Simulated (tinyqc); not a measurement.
Worked calculation: standing waves and exposure in a photoresist film. Values are carried at full precision from step to step, so a last printed digit may differ when a step is redone from the rounded ones.

Normal incidence from air. Unexposed resist: N1 = n1 + i k1 with k1 = (A + B) lam/(4 pi), lam in micrometres. r01 = (1 - N1)/(1 + N1), t01 = 2/(1 + N1). Substrate Ns = ns + i ks: r12 = (N1 - Ns)/(N1 + Ns). With p = exp(2 pi i N1 d/lam), the field at depth z is E(z) = t01 [exp(2 pi i N1 z/lam) + r12 p^2 exp(-2 pi i N1 z/lam)]/(1 + r01 r12 p^2), the relative intensity I(z) = n1 |E(z)|^2 and the reflectance R = |(r01 + r12 p^2)/(1 + r01 r12 p^2)|^2.

Inputs chosen for the exercise (a resist on Si, indices near tabulated ones; the results hold for these values, not for the real material):
- lam = 365 nm (vacuum wavelength)
- n1 = 1.729 (resist index)
- A = 0.24 1/micrometre (bleachable absorption (Dill A))
- B = 0.12 1/micrometre (fixed absorption (Dill B))
- d = 644 nm (resist thickness)
- ns = 6.546 (substrate n)
- ks = 2.679 (substrate k)
- C = 0.012 cm^2/mJ (exposure rate (Dill C))
- D = 40 mJ/cm^2 (incident dose)
- Ld = 30 nm (diffusion length of the post-exposure bake)

## Interface coefficients

Form N1, r01, t01 and r12.

N1 = 1.72900+0.01046i
r01 = -0.2671-0.0028i
t01 = 0.7329-0.0028i
r12 = -0.6213-0.1206i
|r12|^2 = 0.4005

Next to the bottom the intensity swings by a factor ((1 + |r12|)/(1 - |r12|))^2 = 19.8 between antinode and node.

## Round trip and reflectance

Form p^2, the denominator and R; the period of the standing wave is lam/(2 n1).

p^2 = 0.6380+0.4711i
1 + r01 r12 p^2 = 1.0897+0.0997i
R = 0.4233
period = 105.55 nm

The film holds 6.10 periods.

## Intensity and exposure over the lowest period

Nine depths from d - period to d. Without bleaching during the exposure the share of unexposed compound is m = exp(-C D I).

Profile:

| z (nm) | I | m |
|---|---|---|
| 538.4 | 0.112 | 0.948 |
| 551.6 | 0.229 | 0.896 |
| 564.8 | 0.724 | 0.706 |
| 578.0 | 1.306 | 0.534 |
| 591.2 | 1.633 | 0.457 |
| 604.4 | 1.512 | 0.484 |
| 617.6 | 1.013 | 0.615 |
| 630.8 | 0.428 | 0.814 |
| 644.0 | 0.097 | 0.954 |

I runs from 0.097 to 1.633 on these points, so m runs from 0.457 to 0.954; the least exposed point listed lies 0.0 nm above the bottom.

## Smoothing by the bake

Gaussian diffusion of length Ld multiplies a cosine of period L by exp(-2 pi^2 Ld^2/L^2). Give that factor, and the Ld that leaves 10 %.

factor = 0.203
Ld for 10 % = 36.05 nm

## Checks

- R against the transfer-matrix product: both 0.42328.
- Absorption (A + B) d times the mean of I against 1 - R - T: both 0.209.

Run: tinyqc, `OMP_NUM_THREADS=1 python tinyqc.py 1652367 1652368 out.jsonl`; Intel(R) Xeon(R) Processor @ 2.30GHz, one thread, shared host; about 0.01 s of CPU time with all checks.
